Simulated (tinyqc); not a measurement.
## Mass from the capacitance plateau

Problem. Once one two-dimensional band is degenerate, Cq = q gv md m0 q/(pi hbar^2) and 1/C_G = 1/Cox + 1/Cq (no traps). Find Cq, md and the oxide-equivalent thickness 3.9 eps0/Cq that it adds.

Parameters, values chosen for the exercise:
```
symbol,value,unit,meaning
gv,2,,valley degeneracy
```

Constants: q = 1.602176634e-19 C, hbar = 1.054571817e-34 J s, m0 = 9.1093837015e-31 kg, eps0 = 8.8541878128e-14 F/cm where lengths are in cm. Results are converted to the units shown.

C_G on the plateau = 1.2628664 uF/cm^2
Cox = 1.3281282 uF/cm^2

Answer. Removing Cox from the series leaves Cq, which is proportional to gv md.

Cq = 25.70 uF/cm^2
md = 0.1920 m0
added thickness = 0.1344 nm

Program tinyqc, `OMP_NUM_THREADS=1 python tinyqc.py 2200008 2200009 out.jsonl`; Intel Xeon 2.30GHz, shared host, one thread, about 0.01 s.
